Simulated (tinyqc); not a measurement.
Against temperature: two-band model of a narrow-gap semiconductor with electrons and holes. Computed by tinyqc, a small Python program. Command: `OMP_NUM_THREADS=1 python tinyqc.py 3022145 3022146 out.jsonl bipolar walk`. One thread of a shared host (Intel(R) Xeon(R) Processor @ 2.30GHz), about 0.06 s of CPU time with the checks.

Two parabolic bands with acoustic scattering (r = -1/2, a = 0), a gap that does not change with T, and fully ionised dopants. Melting is ignored, so values above the melting point are formal, and kappa_L does not change with T. eta_n = (E_F - E_c)/(k_B T), eta_p = -eta_n - E_g/(k_B T).

Inputs (values chosen for the exercise, modelled on InAs):

| quantity | value | unit |
|---|---|---|
| electron mass m_n | 0.024 | m_0 |
| hole mass m_p | 0.42 | m_0 |
| electron mobility parameter mu_300,n | 30000 | cm^2/(V s) |
| hole mobility parameter mu_300,p | 430 | cm^2/(V s) |
| temperature exponent p | 1.5 | - |
| band gap E_g | 0.33 | eV |
| net doping N | 1.4e+19 | 1/cm^3 |
| lattice thermal conductivity kappa_L | 19 | W/(m K) |

Doping: p-type.

Constants: k_B = 8.617333262e-05 eV/K; m_0 = 9.1093837015e-31 kg; k_B = 1.380649e-23 J/K; hbar = 1.054571817e-34 J s; e = 1.602176634e-19 C.

Method:
- With x = E/(k_B T), a = alpha k_B T (0 for a parabolic band), G = x (1 + a x), D = 1 + 2 a x and <y> = int y f (1 - f) dx, f = 1/(1 + exp(x - eta)): tau = tau_0 G^r/D; transport function s = G^(3/2 + r)/D^2; n = N_0 <G^(3/2)> with N_0 = (2 m k_B T)^(3/2)/(3 pi^2 hbar^3).
- Integrals over x = E/(k_B T) use 160 Gauss-Legendre points in u = sqrt(x) from 0 to sqrt(max(eta, 0) + 32).
- sigma = e mu_0 N_0 <s> with mu_0 = e tau_0/m = mu_300 (T/300 K)^(-p); |S| = (k_B/e)(<x s>/<s> - eta); Lorenz number L = (k_B/e)^2 (<x^2 s>/<s> - (<x s>/<s>)^2); kappa_e = L sigma T; zT = S^2 sigma T/(kappa_L + kappa_e).
- Neutrality: p - n = N, with n = N_0(m_n) <x^(3/2)> at eta_n and p = N_0(m_p) <x^(3/2)> at eta_p.
- Both bands together (these totals replace the one-band zT): sigma = sigma_n + sigma_p; S = (sigma_p |S_p| - sigma_n |S_n|)/sigma; kappa_bip = (sigma_n sigma_p/sigma)(|S_n| + |S_p|)^2 T; kappa_e = (L_n sigma_n + L_p sigma_p) T; zT = S^2 sigma T/(kappa_L + kappa_e + kappa_bip); weak-field R_H = (r_p sigma_p^2/p - r_n sigma_n^2/n)/(e sigma^2), where the Hall factors r_n and r_p are <x^(3/2)> <x^(1/2)>/<s>^2.

The same sample:

| T (K) | n (1/cm^3) | p (1/cm^3) | sigma (S/cm) | S (microvolt/K) | kappa_bip (W/(m K)) | zT | R_H (cm^3/C) |
|---|---|---|---|---|---|---|---|
| 150 | 6.9031e+03 | 1.4000e+19 | 1306.4 | 73.47 | 8.0764e-12 | 0.005451 | 0.4651 |
| 200 | 1.8345e+07 | 1.4000e+19 | 943.8 | 95.55 | 1.1176e-08 | 0.008899 | 0.4737 |
| 250 | 2.3382e+09 | 1.4000e+19 | 725.2 | 115.28 | 8.7267e-07 | 0.012461 | 0.4811 |
| 300 | 6.4305e+10 | 1.4000e+19 | 580.1 | 132.88 | 1.6282e-05 | 0.015912 | 0.4872 |
| 350 | 7.2934e+11 | 1.4000e+19 | 477.7 | 148.64 | 1.3433e-04 | 0.019149 | 0.4920 |
| 400 | 4.7255e+12 | 1.4000e+19 | 402.1 | 162.86 | 6.6583e-04 | 0.022132 | 0.4950 |
| 500 | 7.1297e+13 | 1.4000e+19 | 299.3 | 187.28 | 6.5328e-03 | 0.027261 | 0.4855 |
| 600 | 4.7748e+14 | 1.4000e+19 | 234.1 | 206.32 | 3.1264e-02 | 0.031046 | 0.3995 |
| 750 | 3.5798e+15 | 1.4004e+19 | 174.5 | 220.07 | 1.5675e-01 | 0.032742 | -0.2284 |
| 900 | 1.5002e+16 | 1.4015e+19 | 142.8 | 204.16 | 4.6148e-01 | 0.027252 | -2.1485 |
| 1050 | 4.4258e+16 | 1.4044e+19 | 130.6 | 150.94 | 9.4409e-01 | 0.015503 | -5.3307 |
| 1200 | 1.0340e+17 | 1.4103e+19 | 133.9 | 74.46 | 1.4662e+00 | 0.004303 | -8.0322 |

Among the rows where S keeps the majority sign, zT is largest at 750 K and |S| at 750 K. Among these rows sigma is least at 1050 K; at higher T thermal pairs outweigh the falling mobility. R_H changes sign between 600 and 750 K. kappa_bip reaches 1.47 W/(m K) at the last row, 0.0772 times kappa_L.

Extremes, crossings and ranges named in words are read from the listed rows.
